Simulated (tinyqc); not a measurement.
Inversion-layer mobility, back-scattering and ballistic limit of a field-effect transistor: one step, computed by the program tinyqc. Command: `OMP_NUM_THREADS=1 python tinyqc.py 3031379 3031380 out.jsonl mos walk`. One thread of a shared host (Intel(R) Xeon(R) Processor @ 2.30GHz), about 0.01 s of CPU time with the checks.

The charge at the top of the source barrier is fixed by the gate; series resistance and short-channel effects are left out. F_j are Fermi integrals normalised to exp(eta) in the classical limit.

Problem. Ballistic limit. Non-degenerate: every F_j(eta) is replaced by exp(eta). Ballistic channel: N_2D = g_v m k_B T/(pi hbar^2), U = e V_D/(k_B T); eta_F solves N_inv = (N_2D/2)[F_0(eta_F) + F_0(eta_F - U)]; v_T = sqrt(2 k_B T/(pi m)); I/W = e (N_2D/2) v_T [F_1/2(eta_F) - F_1/2(eta_F - U)]; injection velocity v_T F_1/2(eta_F)/F_0(eta_F).

Inputs (values chosen for the exercise, modelled on a silicon n-channel):

| quantity | value | unit |
|---|---|---|
| transport mass m | 0.19 | m_0 |
| valley degeneracy g_v | 2 | - |
| drain voltage V_D | 0.05 | V |
| temperature T | 300 | K |

Statistics at the top of the barrier: non-degenerate.

inversion density N_inv = 4.200026e+11 1/cm^2

Constants: m_0 = 9.1093837015e-31 kg; k_B = 1.380649e-23 J/K; hbar = 1.054571817e-34 J s; k_B = 8.617333262e-05 eV/K; e = 1.602176634e-19 C.

Give: N_2D; eta_F; thermal velocity v_T; injection velocity; ballistic current I/W.

Solution.

N_2D = 4.104e+12 1/cm^2

eta_F = -1.721

thermal velocity v_T = 1.234 1e7 cm/s

injection velocity = 1.234 1e7 cm/s

ballistic current I/W = 62.08 microampere/micrometre
